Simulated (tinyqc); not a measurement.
Inside a calculation. Method: one-electron ion in a basis of Gaussians. One step of it, computed by the program tinyqc.

Problem. Matrices over normalised Gaussians. With p = a_i + a_j and I(k) = Gamma((k+1)/2) / (2 p^((k+1)/2)): S = I(2l+2), T = (2l+3) a_i a_j S / p, V = -Z I(2l+1), each divided by sqrt(S_ii S_jj).

exponents of r^l exp(-a r^2) (1/bohr^2): 0.552800  1.755000  5.572000  17.690000

Z = 2

l = 0

Give: S; T; V.

Solution.

S:
```
        1       2       3       4
1  1.0000  0.7886  0.4339  0.2007
2  0.7886  1.0000  0.7886  0.4338
3  0.4339  0.7886  1.0000  0.7886
4  0.2007  0.4338  0.7886  1.0000
```

T (hartree):
```
        1       2        3        4
1  0.8292  0.9946   0.6546   0.3228
2  0.9946  2.6325   3.1576   2.0780
3  0.6546  3.1576   8.3580  10.0252
4  0.3228  2.0780  10.0252  26.5350
```

V (hartree):
```
         1        2        3         4
1  -2.3729  -2.7037  -2.4231   -1.9349
2  -2.7037  -4.2280  -4.8175   -4.3174
3  -2.4231  -4.8175  -7.5337   -8.5840
4  -1.9349  -4.3174  -8.5840  -13.4234
```
